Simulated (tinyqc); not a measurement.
# Dose and depth of a threshold implant

Inverse problem. A sheet of D acceptors per cm^2 lies at depth xi inside the depleted layer of a body doped Na. In the depletion approximation VT = Vfb + f2 + q D/Cox + gamma sqrt(f2 + Vsb - q D xi/(eps0 eps_r)), gamma = sqrt(2 eps0 eps_r q Na)/Cox, Cox = eps0 eox/tox. Find gamma, D and xi.

Parameters, values chosen for the exercise; band and dielectric values close to those of silicon:
```
symbol   value   unit                                                                 meaning
eps_r     11.8                                                          relative permittivity
Na      5.9e15  cm^-3                                       acceptor density deep in the body
eox        3.9         relative permittivity of the gate insulator (close to silicon dioxide)
tox        1.6     nm                                                     insulator thickness
Vfb      -0.54      V                                                       flat-band voltage
f2       0.576      V                                        band bending 2 phiF at threshold
```

Constants: q = 1.602176634e-19 C, eps0 = 8.8541878128e-14 F/cm where lengths are in cm. Results are converted to the units shown.

VT against the source at Vsb = 0 and 2.8 V (V): [0.10387824, 0.12726940]

Answer. With y^2 = f2 - q D xi/(eps0 eps_r) and d the difference of the thresholds over gamma, sqrt(y^2 + Vsb) - y = d gives y = (Vsb - d^2)/(2 d). The first threshold then gives D, and y^2 gives xi.

gamma = 0.02059 V^0.5
D = 7.300e11 cm^-2
xi = 12.00 nm

tinyqc, about 0.3 s, one thread, Intel Xeon 2.30GHz (shared host): `OMP_NUM_THREADS=1 python tinyqc.py 2080097 2080098 out.jsonl`
